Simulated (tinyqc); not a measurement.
Inside a calculation. Method: plane-wave Kohn-Sham cycle with exchange-only LDA in a layered model solid. Computed by tinyqc, a small Python program that keeps every step. Settings: points = 16, plane-wave index or count = 3, electrons = 2, k points = 3, area = 13.0, mixing = 0.8, iteration cap = 66. Command: `OMP_NUM_THREADS=1 python tinyqc.py 21883 21884 out.jsonl` (the two numbers bound the seeds that draw the settings). One thread of a shared host (Intel(R) Xeon(R) Processor @ 2.60GHz), about 0.03 s of CPU time with the checks.

A solid whose potential varies along x alone (atomic units):
```
parameter                      value
period a                   12.900000
cross-section of the cell  13.000000
electrons per cell                 2
grid points                       16
plane waves -n..n, n               3
k points                           3
V1 in V1 cos(2 pi x/a)     -0.540000
```

Stop when sqrt(dV sum R^2) is below 1e-8, dV = a A/N.

Course of the cycle:
```
iteration  E (hartree)  norm of the residual
1          -1.07488374              2.15e-01
2          -1.03306561              2.92e-01
3          -1.92868559              2.90e-01
4          -0.93890979              2.81e-01
5          -1.82051009              2.82e-01
6          -0.95482318              2.83e-01
7          -1.83600914              2.83e-01
8          -0.95287307              2.83e-01
9          -1.83379757              2.83e-01
10         -0.95317755              2.83e-01
11         -1.83411116              2.83e-01
...                ...                   ...
56         -0.95366235              2.83e-01
57         -1.83570319              2.83e-01
58         -0.95887391              2.85e-01
59         -1.85068968              2.86e-01
60         -1.00540800              2.97e-01
61         -1.91748767              2.99e-01
62         -1.19024694              3.11e-01
63         -1.88422955              3.12e-01
64         -1.41968017              3.15e-01
65         -1.76480076              3.13e-01
66         -1.55115259              3.15e-01
```

Can the last value be used, and what does the course show?

Not by the stop rule. Not converged within 66 iterations: the residual wanders without falling. Reruns (cap 100 unless said): mixing 0.1: not converged; mixing 0.5, Kerker q0 1.0: converged in 63 (E = -0.56222); mixing 0.3, Pulay depth 5: converged in 22 (E = -0.56222); the original settings with a cap of 400: not converged.
